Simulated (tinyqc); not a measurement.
Comparisons within one model: overlap of hydrogenic dopants: pairs, impurity band and the Mott density. A value that a table varies takes the place of the one given here.

Ry* = Ry m/eps^2, aB = a0 eps/m. For 1s orbitals a distance rho = R/aB apart, in Ry*: overlap S = exp(-rho)(1 + rho + rho^2/3), J = (2/rho)(1 - (1 + rho) exp(-2 rho)) (attraction to the other ion), Kx = 2 (1 + rho) exp(-rho) (exchange of one electron). One electron on a pair has E = -1 - (J +/- Kx)/(1 +/- S), without the repulsion 2/rho of the ions. Hopping after orthogonalisation: t = (Kx - S J)/(1 - S^2), half the splitting. Dopants on a lattice with z neighbours, n = 1/R^3 (simple cubic), give a band of width B = 2 z t, as on any lattice of two interpenetrating sublattices. Valleys, central cells and disorder are left out.

Constants: Ry = 13.60569312 eV; a0 (Bohr radius) = 0.5291772105 angstrom; kB = 8.617333262e-05 eV/K.

Values chosen for the exercise (an isotropic mass and dielectric constant of the size used for acceptors in Si; shifted at random, so the results belong to these values and not to a real crystal): m = 0.429 m0 (mass); eps = 11.6 (dielectric constant); z = 6 (neighbours in the dopant lattice); u = 0.945 Ry* (cost of a second electron on one dopant); rho = 3.7 aB (distance of a pair); N = 0.0022 1/aB^3 (dopant density).

## From isolated dopants to a band

The distance R/aB is varied; density from the lattice formula.

Against distance:
```
R/aB  n (1/cm^3)  n^(1/3) aB       S  t (meV)  B (meV)    B/u
10.0    3.41e+17       0.100  0.0020   0.0259    0.310  0.008
8.0     6.67e+17       0.125  0.0102   0.1516    1.819  0.044
7.0     9.95e+17       0.143  0.0222   0.3581    4.297  0.105
6.0     1.58e+18       0.167  0.0471   0.8262    9.914  0.242
5.0     2.73e+18       0.200  0.0966   1.8493   22.191  0.541
4.5     3.75e+18       0.222  0.1361   2.7294   32.753  0.799
4.0     5.33e+18       0.250  0.1893   3.9898   47.878  1.168
3.5     7.96e+18       0.286  0.2592   5.7789   69.346  1.692
3.0     1.26e+19       0.333  0.3485   8.3077   99.693  2.432
```

critical densities (1/cm^3): B = u 4.59e+18, B = (2/sqrt3) u 5.27e+18, n^(1/3) aB = 0.26 6.00e+18

From R = 10 to 5 aB the density rises eightfold and the band widens by a factor 72, since t falls about as R exp(-R/aB). B passes u at 4.6e+18/cm^3, n^(1/3) aB = 0.238; the screening rule gives a density 1.31 times that. An ordered lattice overstates the ease of conduction, as random spacing localises the tails, and below R = 4 aB (S above 0.19) nearest-neighbour hopping alone is no longer enough.

## Hosts compared

Hosts, values chosen for the exercise:
```
name          m (m0)   eps
GaN-like       0.204   9.3
InAs-like      0.023  15.1
Si-like        0.295  11.9
InP-like       0.084  12.2
diamond-like   0.566   5.6
GaAs-like      0.063  12.8
```

Ry* = Ry m/eps^2, aB = a0 eps/m, Mott density (0.26/aB)^3, and Ry*/kT at 300 K.

Hydrogenic values:
```
name          Ry* (meV)  aB (angstrom)  Mott density (1/cm^3)  Ry*/kT
GaN-like           32.1           24.1               1.25e+18    1.24
InAs-like           1.4          347.4               4.19e+14    0.05
Si-like            28.3           21.3               1.81e+18    1.10
InP-like            7.7           76.9               3.87e+16    0.30
diamond-like      245.6            5.2               1.22e+20    9.50
GaAs-like           5.2          107.5               1.41e+16    0.20
```

The Mott density spans 5.5 decades, from InAs-like to diamond-like, as (m/eps)^3. diamond-like has Ry* above 2 kT at 300 K, so at high doping below the Mott density many dopants stay neutral. Real dopants bind deeper than this where the central cell counts, which shrinks the orbit and raises the critical density.

## What each parameter does

At fixed N in units of 1/aB^3 and fixed rho: Ry*, 2t of the pair, B of the lattice and the density in 1e18/cm^3 (1/angstrom^3 = 1e24/cm^3). Each row changes one parameter from the base and keeps the others.

Results:
```
case               Ry* (meV)  2t (meV)  B (meV)  density (1e18/cm^3)
base                  43.377    9.9761    2.382               0.7510
m = 0.4719 m0         47.715   10.9737    2.620               0.9995
eps = 12.76           35.849    8.2447    1.969               0.5642
rho = 4.2 aB          43.377    6.8632    2.382               0.7510
N = 0.0033 1/aB^3     43.377    9.9761    5.459                1.126
```

The largest shifts from the base row, up to three for each result and ties (the steps differ in size, so this ranks the rows, not the parameters). Ry* (meV): eps -7.528, m +4.338; unchanged at the printed digits by rho and N. 2t (meV): rho -3.1129, eps -1.7314, m +0.9976; unchanged at the printed digits by N. B (meV): N +3.077, eps -0.413, m +0.238; unchanged at the printed digits by rho. density (1e18/cm^3): N +0.375, m +0.249, eps -0.187; unchanged at the printed digits by rho.

tinyqc: `OMP_NUM_THREADS=1 python tinyqc.py 1451671 1451672 out.jsonl`; about 0.01 s, one thread, shared Intel(R) Xeon(R) Processor @ 2.30GHz.
